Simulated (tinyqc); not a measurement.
# Electron mobility in a silicon inversion layer, empirical terms and Matthiessen rule: effects of single changes

Inversion layer of sheet density Ns on a uniformly doped body. The mobility terms are empirical power laws with prefactors chosen for the exercise; adding their inverses (Matthiessen) is itself an approximation.

Parameters, values chosen for the exercise; material values close to those of silicon:
```
symbol    value        unit                                                meaning
T           273           K                                            temperature
Eg          1.1          eV                                               band gap
eps_r      11.8                         relative permittivity of the semiconductor
Nc      2.39e19       cm^-3                 conduction-band density of states at T
Nv      2.29e19       cm^-3                    valence-band density of states at T
Nb       6.5e16       cm^-3                                            body doping
Vsb         0.6           V                                      reverse body bias
eta         0.5              weight of the inversion charge in the effective field
Ap          381  cm^2/(V s)           phonon-limited mobility at 1 MV/cm and 300 K
As          871  cm^2/(V s)                  roughness-limited mobility at 1 MV/cm
gs            2                                     exponent of the roughness term
Ac         2000  cm^2/(V s)                                      Coulomb prefactor
Nit      1.4e10       cm^-2                                charge at the interface
Ns       8.3e12       cm^-2                                      inversion density
```

Constants: q = 1.602176634e-19 C, kB = 1.380649e-23 J/K, Vt = kB T/q, eps0 = 8.8541878128e-14 F/cm where lengths are in cm. Results are converted to the units shown.

Each table varies one quantity; the others keep the values above.

## Effect of the reverse body bias

ni = sqrt(Nc Nv) exp(-Eg/(2 Vt)), Eg in volts; Ndep = sqrt(2 eps0 eps_r Nb (2 Vt ln(Nb/ni) + Vsb)/q); E = q (Ndep + eta Ns)/(eps0 eps_r), in MV/cm. With t = T/(300 K): muC = Ac (Ns/1e12 cm^-2) t/(Nb/1e17 cm^-3 + Nit/1e11 cm^-2), muP = Ap E^(-1/3) t^(-1.75), muS = As E^(-gs); 1/mu is the sum of the inverses.

The same in every row: muC (cm^2/(V s)) = 1.912e4.

Effect of the reverse body bias:

| Vsb (V) | E (MV/cm) | muP (cm^2/(V s)) | muS (cm^2/(V s)) | mu (cm^2/(V s)) |
|---|---|---|---|---|
| 0 | 0.7645 | 491.4 | 1490 | 362.6 |
| 0.4 | 0.7925 | 485.6 | 1387 | 353.0 |
| 0.8 | 0.8163 | 480.8 | 1307 | 345.2 |
| 1.2 | 0.8372 | 476.8 | 1243 | 338.5 |
| 1.6 | 0.8562 | 473.2 | 1188 | 332.6 |
| 2 | 0.8736 | 470.1 | 1141 | 327.2 |
| 2.4 | 0.8899 | 467.2 | 1100 | 322.4 |

Read the table: what changes, and by how much?

As Vsb goes from 0 to 2.4 V, E rises from 0.764 to 0.890 MV/cm and mu falls from 363 to 322 cm^2/(V s). The phonon term is the smallest in the first and the last row.

## Effect of the charge at the interface

Same model as above.

The same in every row: E (MV/cm) = 0.80483; muP (cm^2/(V s)) = 483.10; muS (cm^2/(V s)) = 1344.7.

Result of one run:

| Nit (cm^-2) | muC (cm^2/(V s)) | mu (cm^2/(V s)) |
|---|---|---|
| 1e11 | 9155.2 | 342.13 |

What becomes of these results when the charge at the interface Nit is changed from 1e11 to 1e13 cm^-2, all else the same?

Result of the changed run:

| Nit (cm^-2) | muC (cm^2/(V s)) | mu (cm^2/(V s)) |
|---|---|---|
| 1e13 | 150.08 | 105.52 |

The whole series:

| Nit (cm^-2) | muC (cm^2/(V s)) | mu (cm^2/(V s)) |
|---|---|---|
| 1e10 | 20141 | 349.25 |
| 3.2e10 | 15573 | 347.48 |
| 1e11 | 9155.2 | 342.13 |
| 3.2e11 | 3923.6 | 325.89 |
| 1e12 | 1418.4 | 284.20 |
| 3.2e12 | 462.66 | 201.00 |
| 1e13 | 150.08 | 105.52 |

As Nit goes from 1e10 to 1e13 cm^-2, E stays at 0.805 MV/cm and mu falls from 349 to 106 cm^2/(V s). The smallest term is the phonon one in the first row and the Coulomb one in the last.

## Effect of the inversion density

Same model as above.

Effect of the inversion density:

| Ns (cm^-2) | E (MV/cm) | muC (cm^2/(V s)) | muP (cm^2/(V s)) | muS (cm^2/(V s)) | mu (cm^2/(V s)) |
|---|---|---|---|---|---|
| 2e11 | 0.1838 | 460.8 | 790.4 | 2.579e4 | 287.8 |
| 3.6e11 | 0.1960 | 829.4 | 773.6 | 2.266e4 | 393.3 |
| 6.3e11 | 0.2167 | 1451 | 748.1 | 1.854e4 | 480.9 |
| 1.1e12 | 0.2528 | 2534 | 710.7 | 1.363e4 | 533.3 |
| 2e12 | 0.3218 | 4608 | 655.8 | 8412 | 537.4 |
| 3.6e12 | 0.4445 | 8294 | 588.8 | 4409 | 488.8 |
| 6.3e12 | 0.6515 | 1.451e4 | 518.4 | 2052 | 402.4 |
| 1.1e13 | 1.012 | 2.534e4 | 447.6 | 850.7 | 289.9 |
| 2e13 | 1.702 | 4.608e4 | 376.4 | 300.7 | 166.6 |

As Ns goes from 2e11 to 2e13 cm^-2, E rises from 0.184 to 1.70 MV/cm and mu goes from 288 through a maximum of 537 (at Ns = 2e12 cm^-2 among the rows listed) to 167 cm^2/(V s). The smallest term is the Coulomb one in the first row and the roughness one in the last. Screening lifts the Coulomb term as Ns grows while the field presses the carriers to the interface, hence the maximum. At Ns = 2e13 cm^-2 E passes 1.5 MV/cm, beyond the usual range of such laws.

tinyqc, about 0.01 s, one thread, Intel Xeon 2.30GHz (shared host): `OMP_NUM_THREADS=1 python tinyqc.py 2510151 2510152 out.jsonl`
